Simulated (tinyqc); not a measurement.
Effective-mass impurity with a central-cell term, in a basis of Slater functions: one step, computed by the program tinyqc. Command: `OMP_NUM_THREADS=1 python tinyqc.py 3016147 3016148 out.jsonl centralcell walk`. One thread of a shared host (Intel(R) Xeon(R) Processor @ 2.30GHz), about 0.01 s of CPU time with the checks.

The envelope obeys H = -nabla^2 - (2/r) [Z + A exp(-kappa r)] in effective units, with kappa = a*/lambda; positive A deepens the well near the core.

Task: Matrices over the s basis. zeta_i = zeta_1 beta^(i-1), i = 1..n. For s functions exp(-zeta r), with s = zeta_i + zeta_j: S = 2/s^3, T = zeta_i zeta_j S, V = -2 Z/s^2, W = -2 A/(s + kappa)^2; each function is normalised by dividing by sqrt(S_ii S_jj).

Inputs (values chosen for the exercise, with mass and screening modelled on GaSb):
```
quantity                  value  unit
charge Z of the core          2     -
central-cell strength A      33     -
basis size n                  5     -
smallest exponent zeta_1   0.54  1/a*
ratio beta of exponents     2.5     -
```

Impurity: donor, one isotropic band.

kappa = 88.65676 1/a*

Give: exponents; overlap S; kinetic T; Coulomb V; central cell W.

Result:

exponents (1/a*): 0.54  1.35  3.375  8.4375  21.09375

overlap S:
```
        1       2       3       4       5
1  1.0000  0.7376  0.3280  0.1075  0.0304
2  0.7376  1.0000  0.7376  0.3280  0.1075
3  0.3280  0.7376  1.0000  0.7376  0.3280
4  0.1075  0.3280  0.7376  1.0000  0.7376
5  0.0304  0.1075  0.3280  0.7376  1.0000
```

kinetic T (Ry*):
```
         1        2        3        4        5
1   0.2916  0.53768  0.59781  0.48994  0.34599
2  0.53768   1.8225   3.3605   3.7363   3.0621
3  0.59781   3.3605   11.391   21.003   23.352
4  0.48994   3.7363   21.003   71.191   131.27
5  0.34599   3.0621   23.352   131.27   444.95
```

Coulomb V (Ry*):
```
         1        2        3        4        5
1    -2.16  -2.7880  -2.5684  -1.9307  -1.3142
2  -2.7880     -5.4  -6.9699  -6.4209  -4.8268
3  -2.5684  -6.9699    -13.5  -17.425  -16.052
4  -1.9307  -6.4209  -17.425   -33.75  -43.562
5  -1.3142  -4.8268  -16.052  -43.562  -84.375
```

central cell W (Ry*):
```
            1          2          3         4         5
1  -0.0051623  -0.020042  -0.075796  -0.26935  -0.83435
2   -0.020042  -0.077826   -0.29444   -1.0472   -3.2501
3   -0.075796   -0.29444    -1.1150   -3.9744   -12.392
4    -0.26935    -1.0472    -3.9744   -14.239   -44.875
5    -0.83435    -3.2501    -12.392   -44.875   -144.73
```
